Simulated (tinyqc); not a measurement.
# p-i-n junction, non-linear Poisson equation by Newton steps: effects of single changes

One dimension, p side on the left, n side on the right; net doping C = -Na for x < 0, 0 for 0 < x < Li and +Nd beyond. The potential psi is counted from the intrinsic level, and the quasi-Fermi potentials are flat: 0 for holes and -V for electrons, so n = ni exp((psi + V)/Vt) and p = ni exp(-psi/Vt) (Boltzmann statistics, full ionisation, no current). Under reverse bias this makes the minority densities vanishingly small everywhere; they play no part in the charge.

Parameters, values chosen for the exercise; band and dielectric values close to those of gallium phosphide: temperature T = 300 K; band gap Eg = 2.27 eV; relative permittivity eps_r = 11; conduction-band density of states at T Nc = 1.79e19 cm^-3; valence-band density of states at T Nv = 1.87e19 cm^-3; acceptor density of the p side Na = 3.3e16 cm^-3; donor density of the n side Nd = 3.3e15 cm^-3; bias of the p side against the n side V = -3 V; width of the undoped layer, from x = 0 to Li Li = 4100 nm.

Constants: q = 1.602176634e-19 C, kB = 1.380649e-23 J/K, Vt = kB T/q, eps0 = 8.8541878128e-14 F/cm where lengths are in cm. Results are converted to the units shown.

Each table varies one quantity; the others keep the values above.

## Capacitance and field against bias

The Poisson equation d/dx(eps0 eps_r dpsi/dx) = -q (p - n + C) is solved on a mesh of more than 1000 nodes that ends in neutral material (psi_p = -Vt ln(Na/ni), psi_n = Vt ln(Nd/ni) - V). C_j = q d/dV of the integral of p over x, from the linearised equation. ni = sqrt(Nc Nv) exp(-Eg/(2 Vt)), Eg in volts. Depletion approximation: Vbi = Vt ln(Na Nd/ni^2), W = sqrt(2 eps0 eps_r (Vbi - V)(1/Na + 1/Nd)/q), xp = W Nd/(Na + Nd), xn = W Na/(Na + Nd), peak field 2 (Vbi - V)/W, capacitance eps0 eps_r/W. The last column applies it to an abrupt Na-Nd junction.

Results:

| V (V) | peak \|E\| (kV/cm) | C_j (nF/cm^2) | 1/C_j^2 (cm^4/uF^2) | eps0 eps_r/C_j (nm) | abrupt depletion C (nF/cm^2) |
|---|---|---|---|---|---|
| 0.28 | 10.58 | 2.411 | 1.721e5 | 4040 | 12.08 |
| -0.77 | 11.34 | 2.332 | 1.839e5 | 4176 | 9.392 |
| -1.81 | 12.42 | 2.291 | 1.906e5 | 4252 | 7.960 |
| -2.86 | 13.79 | 2.259 | 1.960e5 | 4312 | 7.024 |
| -3.91 | 15.40 | 2.230 | 2.010e5 | 4367 | 6.356 |
| -6 | 19.12 | 2.180 | 2.104e5 | 4468 | 5.449 |

Estimate the missing row, V = -4.95 V.

Computed row:

| V (V) | peak \|E\| (kV/cm) | C_j (nF/cm^2) | 1/C_j^2 (cm^4/uF^2) | eps0 eps_r/C_j (nm) | abrupt depletion C (nF/cm^2) |
|---|---|---|---|---|---|
| -4.95 | 17.18 | 2.205 | 2.057e5 | 4418 | 5.852 |

With this row back in the table: With V going from 0.28 to -6 V, C_j falls from 2.41 to 2.18 nF/cm^2 and the peak field rises from 10.6 to 19.1 kV/cm. The slope of 1/C_j^2, read as N = 2/(q eps0 eps_r |slope|), gives 1.14e15 cm^-3 between the first two rows and 2.89e15 cm^-3 between the last two, against Na Nd/(Na + Nd) = 3.00e15 cm^-3; it is not a straight line, so no single doping describes it. At the end C_j goes as (Vbi - V)^(-0.08) with Vbi = 1.88 V, and it is 60 % below the abrupt depletion formula (at the first row 80 % below it).

## Effect of the width of the undoped layer

Same model as above.

The abrupt values quoted are those of these depletion formulas.

Effect of the width of the undoped layer:

| Li (nm) | peak \|E\| (kV/cm) | C_j (nF/cm^2) | eps0 eps_r/C_j (nm) |
|---|---|---|---|
| 510 | 48.3 | 6.54 | 1.49e3 |
| 720 | 42.1 | 6.19 | 1.57e3 |
| 1000 | 35.5 | 5.66 | 1.72e3 |
| 1400 | 28.7 | 4.92 | 1.98e3 |
| 2000 | 22.2 | 3.99 | 2.44e3 |
| 2900 | 17.1 | 3.03 | 3.22e3 |
| 4100 | 14.0 | 2.25 | 4.32e3 |

As Li grows from 510 to 4100 nm, the peak field falls from 48.3 to 14.0 kV/cm and C_j falls from 6.54 to 2.25 nF/cm^2. The abrupt depletion formulas give 69.4 kV/cm and W = 1410 nm; the first row's field is 30 % below that and the last row's 80 % below it. The same voltage drops over a longer distance, so the field falls.

Program tinyqc, `OMP_NUM_THREADS=1 python tinyqc.py 2000066 2000067 out.jsonl`; Intel Xeon 2.30GHz, shared host, one thread, about 0.08 s.
